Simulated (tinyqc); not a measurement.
## Schottky barrier on an n-type semiconductor with a surface-enhanced doping, non-linear Poisson equation by Newton steps: Capacitance-voltage profiling

One dimension, metal at x = 0, donor density C(x) = Nd + N0 exp(-x/Ls). Energies are counted from the electron Fermi level of the semiconductor and the conduction-band edge is Ec = -psi, so n = Nc exp(psi/Vt); holes follow the Fermi level of the metal, at -V, so p = Nv exp((V - psi - Eg)/Vt). Ends: psi(0) = V - phiB and psi = Vt ln(Nd/Nc) deep inside. Boltzmann statistics, full ionisation, no current, no image force in the Poisson equation.

The Poisson equation d/dx(eps0 eps_r dpsi/dx) = -q (p - n + C) is solved on a mesh of about 1000 nodes or more that ends in neutral material. C_s = q d/dV of the integral of n over x, from the linearised equation. Probed depth w = eps0 eps_r/C_s; apparent doping N_app = C_s^3/(q eps0 eps_r dC_s/dV), the derivative by central differences over +/- 0.02 V.

Values chosen for this exercise; band and dielectric values close to those of cadmium telluride:
- T = 400 K (temperature)
- Eg = 1.5 eV (band gap)
- eps_r = 10.2 (relative permittivity)
- Nc = 1.22e18 cm^-3 (conduction-band density of states at T)
- Nv = 2.74e19 cm^-3 (valence-band density of states at T)
- Nd = 8e15 cm^-3 (donor density deep in the semiconductor)
- phiB = 0.71 eV (barrier height)
- N0 = 4.8e16 cm^-3 (extra donor density at the surface)
- Ls = 140 nm (decay length)

Constants: q = 1.602176634e-19 C, kB = 1.380649e-23 J/K, Vt = kB T/q, eps0 = 8.8541878128e-14 F/cm where lengths are in cm. Results are converted to the units shown.

Capacitance-voltage profiling:

| V (V) | C_s (nF/cm^2) | w (nm) | N_app (cm^-3) | true C(w) (cm^-3) | \|E_0\| (kV/cm) |
|---|---|---|---|---|---|
| 0 | 65.7 | 138 | 2.62e16 | 2.60e16 | 92.4 |
| -0.22 | 52.9 | 171 | 2.24e16 | 2.22e16 | 107 |
| -0.44 | 44.6 | 203 | 1.95e16 | 1.93e16 | 119 |
| -0.67 | 38.4 | 235 | 1.72e16 | 1.70e16 | 129 |
| -0.89 | 34.0 | 265 | 1.55e16 | 1.52e16 | 138 |
| -1.11 | 30.6 | 295 | 1.41e16 | 1.38e16 | 146 |
| -1.33 | 27.8 | 325 | 1.29e16 | 1.27e16 | 153 |
| -1.56 | 25.4 | 356 | 1.20e16 | 1.18e16 | 160 |
| -1.78 | 23.5 | 385 | 1.13e16 | 1.11e16 | 166 |
| -2 | 21.9 | 413 | 1.07e16 | 1.05e16 | 171 |

C_s falls from 65.7 to 21.9 nF/cm^2 while the probed depth goes from 138 to 413 nm. The apparent doping falls from 2.62e16 to 1.07e16 cm^-3. It departs most from the true doping at that depth for V = -1.33 V, where it is 1.8 % above it; so the doping is read well over the depths probed.

Computed by the program tinyqc: `OMP_NUM_THREADS=1 python tinyqc.py 2020012 2020013 out.jsonl`, one thread of a shared Intel Xeon 2.30GHz, about 0.07 s for the whole run.
